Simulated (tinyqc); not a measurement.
UHF in the 6-311g basis, for H2, spin multiplicity 1, step by step. One step of it, computed by the program tinyqc.

Problem. Orthogonalisation. S = U s U^T; symmetric (Loewdin) form X = U s^(-1/2) U^T, so that X^T S X = 1.

overlap S, order 1H 1s, 1H 2s, 1H 3s, 2H 1s, 2H 2s, 2H 3s:
$$\begin{pmatrix}
1.000000 & 0.706377 & 0.373664 & 0.215023 & 0.387457 & 0.299850 \\
0.706377 & 1.000000 & 0.788963 & 0.387457 & 0.685260 & 0.658200 \\
0.373664 & 0.788963 & 1.000000 & 0.299850 & 0.658200 & 0.887653 \\
0.215023 & 0.387457 & 0.299850 & 1.000000 & 0.706377 & 0.373664 \\
0.387457 & 0.685260 & 0.658200 & 0.706377 & 1.000000 & 0.788963 \\
0.299850 & 0.658200 & 0.887653 & 0.373664 & 0.788963 & 1.000000
\end{pmatrix}$$

Give: eigenvalues of S; X.

Solution.

eigenvalues of S: [0.036, 0.137, 0.211, 0.820, 0.965, 3.831]

X, order 1H 1s, 1H 2s, 1H 3s, 2H 1s, 2H 2s, 2H 3s:
$$\begin{pmatrix}
1.375 & -0.753 & 0.217 & 0.009 & -0.008 & -0.036 \\
-0.753 & 2.339 & -1.127 & -0.008 & -0.573 & 0.364 \\
0.217 & -1.127 & 2.675 & -0.036 & 0.364 & -1.507 \\
0.009 & -0.008 & -0.036 & 1.375 & -0.753 & 0.217 \\
-0.008 & -0.573 & 0.364 & -0.753 & 2.339 & -1.127 \\
-0.036 & 0.364 & -1.507 & 0.217 & -1.127 & 2.675
\end{pmatrix}$$
